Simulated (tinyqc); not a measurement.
Worked calculation: RKS/B3LYP (VWN-RPA form) in the 3-21g basis, for H-, spin multiplicity 1. The basis has no diffuse functions, so it cannot describe the extra electron: this is an exercise in the method, not the real anion. One step of it, computed by the program tinyqc.

Task: Iteration 2: DIIS coefficients. Solve [B -1; -1 0][c; lambda] = [0; -1] for the coefficients, which sum to one.

B (overlaps of the stored error matrices):
```
,1,2
1,2.5029496e-01,-4.3967839e-02
2,-4.3967839e-02,7.7235710e-03
```

Give: DIIS coefficients.

Result:

DIIS coefficients: 0.1494  0.8506
